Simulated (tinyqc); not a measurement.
# Inputs raised by 2 %, one at a time

Model: polytypes and stacking faults of a tetrahedral semiconductor in an axial Ising model with couplings up to third neighbours. Computed by tinyqc, a small Python program. Command: `OMP_NUM_THREADS=1 python tinyqc.py 3015755 3015756 out.jsonl polytype sens`. One thread of a shared host (Intel(R) Xeon(R) Processor @ 2.30GHz), about 0.02 s of CPU time with the checks.

Each double layer has s = +1 or -1 for the sense of its stacking step; E per pair of atoms = E0 - sum_n J_n <s_i s_(i+n)>, n = 1, 2, 3. Hexagonality h = (1 - <s_i s_(i+1)>)/2.

Inputs (values chosen for the exercise, for a model crystal):
```
quantity                                    value      unit
J1                                           8.54  meV/pair
J2                                          -1.01  meV/pair
J3                                          -0.23  meV/pair
basal lattice constant a                     3.84  angstrom
shear modulus G                              67.7       GPa
Poisson ratio nu                             0.18         -
binding energy of the fault level E_b       0.037        eV
in-plane mass m                              0.49        m0
effective density of states N_c at 300 K  3.7e+19    1/cm^3
electron density n                        2.5e+18    1/cm^3
temperature T                                 500         K
```

Host polytype: 3C.

fault coefficients k_n:
```
               J1  J2  J3
intrinsic       4   4   4
extrinsic       4   8   8
twin boundary   2   4   6
```

Constants: 1 eV/angstrom^2 = 16.02176634 J/m^2; m_0 = 9.1093837015e-31 kg; hbar = 1.054571817e-34 J s; k_B = 1.380649e-23 J/K; k_B = 8.617333262e-05 eV/K.

Method:
- Faults in 3C: the sequences intrinsic (-), extrinsic (--), twin boundary (+ turns to -) are put between perfect repeats; k_n = (layers x C_n of the host) - sum_i s_i s_(i+n). gamma = sum k_n J_n/A, A = (sqrt 3/2) a^2; 1 meV/angstrom^2 = 16.02177 mJ/m^2.
- Screw line, bounded by the intrinsic fault of energy gamma: b = a, partials b_p = a/sqrt 3; d = G b_p^2 (2 - 3 nu)/(8 pi gamma (1 - nu)). One partial is driven off by the shear stress gamma/b_p along its Burgers vector.
- The fault binds electrons in a two-dimensional band E_b below the conduction edge, g2 = m m0/(pi hbar^2) for one valley. With the Fermi level held by the bulk, eta = ln[n/N_c(T)], N_c(T) = N_c (T/300)^1.5, the grand potential falls by g2 (k_B T)^2 F1(x), x = eta + E_b/(k_B T), F1(x) = integral from 0 to infinity of ln(1 + exp(x - t)) dt; sheet density g2 k_B T ln(1 + e^x). Band bending by the trapped charge is left out, so the gain is an upper bound.
- Net fault energy = gamma of the intrinsic fault less the electronic gain.

Runs; columns: (1) input moved; (2) from; (3) to; (4) energy of the glide fault, intrinsic (mJ/m^2); (5) splitting width d (nm); (6) electronic gain (mJ/m^2); (7) sheet density (1/cm^2):
```
(1)                                             (2)       (3)     (4)     (5)       (6)         (7)
base run                                          -         -  36.635  6.4347  0.044313  6.3056e+11
J1 (meV/pair)                                  8.54    8.7108  37.493  6.2876  0.044313  6.3056e+11
J2 (meV/pair)                                 -1.01   -1.0302  36.534  6.4526  0.044313  6.3056e+11
J3 (meV/pair)                                 -0.23   -0.2346  36.612  6.4388  0.044313  6.3056e+11
shear modulus G (GPa)                          67.7    69.054  36.635  6.5634  0.044313  6.3056e+11
binding energy of the fault level E_b (eV)    0.037   0.03774  36.635  6.4347  0.045067  6.4110e+11
in-plane mass m (m0)                           0.49    0.4998  36.635  6.4347  0.045200  6.4317e+11
electron density n (1/cm^3)                 2.5e+18  2.55e+18  36.635  6.4347  0.045184  6.4272e+11
```

Exponents ln(y'/y) / ln(x'/x):
```
input                                  energy of the glide fault, intrinsic  splitting width d  electronic gain  sheet density
J1                                                                    1.168             -1.168            0.000          0.000
J2                                                                   -0.140              0.140            0.000          0.000
J3                                                                   -0.032              0.032            0.000          0.000
shear modulus G                                                       0.000              1.000            0.000          0.000
binding energy of the fault level E_b                                 0.000              0.000            0.852          0.837
in-plane mass m                                                       0.000              0.000            1.000          1.000
electron density n                                                    0.000              0.000            0.982          0.965
```

Among the inputs moved here: energy of the glide fault, intrinsic answers most in size to J1 (exponent +1.168), next to J2 (-0.140); its exponent is below 0.0005 for shear modulus G, binding energy of the fault level E_b, in-plane mass m, electron density n. Splitting width d answers most in size to J1 (exponent -1.168), next to shear modulus G (+1.000); its exponent is below 0.0005 for binding energy of the fault level E_b, in-plane mass m, electron density n. Electronic gain answers most in size to in-plane mass m (exponent +1.000), and about equally to electron density n (+0.982); its exponent is below 0.0005 for J1, J2, J3, shear modulus G. Its exponent +1.000 in in-plane mass m: the two-dimensional density of states. Its exponent +0.982 in electron density n: a nearly empty well. Sheet density answers most in size to in-plane mass m (exponent +1.000), next to electron density n (+0.965); its exponent is below 0.0005 for J1, J2, J3, shear modulus G.
